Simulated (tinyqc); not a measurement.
Germanium share from the critical thickness.

Inverse problem. Critical thickness (Matthews-Blakeslee, 60-degree dislocations): h = bv (1 - nu/4)[ln(h/bv) + 1]/(4 pi e_par (1 + nu)), nu = c12/(c11 + c12). e_par = b1 x. Find e_par and x.

Inputs (values chosen for the exercise):
- b1 = 0.0418 (lattice mismatch per unit x)
- c11 = 166 GPa (elastic constant)
- c12 = 65.4 GPa (elastic constant)
- bv = 0.384 nm (Burgers vector)

critical thickness = 20.226361 nm

Solution. For given h the relation is explicit in the strain.

e_par = 0.5434 %
x = 0.1300

tinyqc, about 0.01 s, one thread, Intel Xeon 2.30GHz (shared host): `OMP_NUM_THREADS=1 python tinyqc.py 2530096 2530097 out.jsonl`
